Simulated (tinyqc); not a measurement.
# Decay of LO phonons and the hot-phonon bottleneck in the cooling of electrons, step by step

A worked calculation. Computed by tinyqc, a small Python program that keeps every step. Command: `OMP_NUM_THREADS=1 python tinyqc.py 3001820 3001821 out.jsonl hotphonon walk`. One thread of a shared host (Intel(R) Xeon(R) Processor @ 2.30GHz), about 0.01 s of CPU time with the checks. Intermediate numbers are printed to about 6 digits and carried at full precision; extremes and crossings named in words are read from the listed rows.

n(E, T) = 1/(exp(E/(k_B T)) - 1) is the Bose occupation. Electrons have a temperature T_e; the LO modes within their reach share one occupation N; the decay products stay at the lattice temperature.

Inputs (values chosen for the exercise, modelled on indium phosphide):
```
quantity                                             value    unit
LO energy hbar omega                                  42.9     meV
lifetime at T = 0, tau_0                                13      ps
lattice temperature T                                  500       K
electron mass m*                                    0.0826     m_0
eps_inf                                               9.76       -
static dielectric constant eps_s                      12.3       -
electron density n                                 1.1e+18  1/cm^3
density of LO modes that the electrons reach, N_m  3.1e+19  1/cm^3
power supplied per electron P                          4.7      nW
step factor                                            3.5       -
```

Decay channel: two equal phonons (Klemens).

Constants: k_B = 8.617333262e-05 eV/K; c = 299792458 m/s; e^2/(4 pi eps_0) = 14.39964548 eV angstrom; hbar^2/(2 m_0) = 3.80998212 eV angstrom^2; hbar = 6.582119569e-16 eV s; e = 1.602176634e-19 C.

## Lifetime and Raman width

Decay rate 1/tau = (1/tau_0) [1 + 2 n(hbar omega/2)]. Full width Gamma = 1/(2 pi c tau) in 1/cm, c in cm/s.

thermal factor tau_0/tau = 4.10004

phonon lifetime tau = 3.17070 ps

Raman width Gamma = 1.67434 1/cm

equilibrium LO occupation N_0 = 0.585984

Stimulated decay shortens the lifetime by 76 %.

## Spontaneous emission time

Froehlich coupling alpha = (e^2/(4 pi eps_0)) (1/eps_inf - 1/eps_s) k_0/(2 hbar omega), k_0 = sqrt(m* hbar omega/(hbar^2/(2 m_0))); emission time tau_sp = hbar/(2 alpha hbar omega); bottleneck ratio r = (n/N_m) tau/tau_sp.

alpha = 0.108293

emission time tau_sp = 70.8399 fs

bottleneck ratio r = 1.58821

r compares the rate at which electrons exchange quanta with a mode to its decay rate. Exchange outruns decay, so a hot population builds up if the power is high enough.

## Electron and phonon temperatures in closed form

Net emission per electron: [(N + 1) x - N]/tau_sp with x = exp(-hbar omega/(k_B T_e)), a simple two-level balance; steady state of the modes: n [(N + 1) x - N]/tau_sp = N_m (N - N_0)/tau; power per electron P = hbar omega [(N + 1) x - N]/tau_sp. With p = P tau_sp/(hbar omega): N = N_0 + r p and x = (p + N)/(N + 1); without hot phonons N = N_0. The mode temperature T_LO solves n(hbar omega, T_LO) = N.

reduced power p = 0.0484404

LO occupation N = 0.662918

electron temperature T_e = 586.271 K

T_e without hot phonons = 543.343 K

mode temperature T_LO = 541.313 K

Hot phonons raise T_e by 43 K. T_LO lies between the lattice and the electrons.

## The same balance by iteration

Eliminating N gives P(T_e) = (hbar omega/tau_sp) [(N_0 + 1) x - N_0]/[1 + r (1 - x)]. Newton steps on ln P against ln T_e, times the step factor, each limited to 0.7 in ln T_e and to keeping a fifth of T_e - T; start at 1.5 T; stop when |ln(P/P(T_e))| < 1e-9 or after 40 steps.

Iterations:
```
step  T_e (K)  P(T_e) (nW)  ln(P/P(T_e))
0     750.000      12.6400      -0.98931
1     550.000       2.7682       0.52936
2     653.365       8.1050      -0.54492
3     530.673       1.7126       1.00956
4     652.710       8.0728      -0.54094
5     530.542       1.7054       1.01379
6     652.560       8.0654      -0.54002
7     530.512       1.7037       1.01476
8     652.525       8.0637      -0.53981
...       ...          ...           ...
31    530.503       1.7032       1.01505
32    652.514       8.0632      -0.53975
33    530.503       1.7032       1.01505
34    652.514       8.0632      -0.53975
35    530.503       1.7032       1.01505
36    652.514       8.0632      -0.53975
37    530.503       1.7032       1.01505
38    652.514       8.0632      -0.53975
39    530.503       1.7032       1.01505
```

converged (1 yes, 0 no) = 0

T_e from the iteration = 652.514 K

Not converged: the residual has stopped falling and repeats with period one or two: the iteration swings between two states. Near the root each step multiplies the error by 1 - (step factor) = -2.50.

Reruns converge with step factor = 1.0; or with step factor = 0.7.
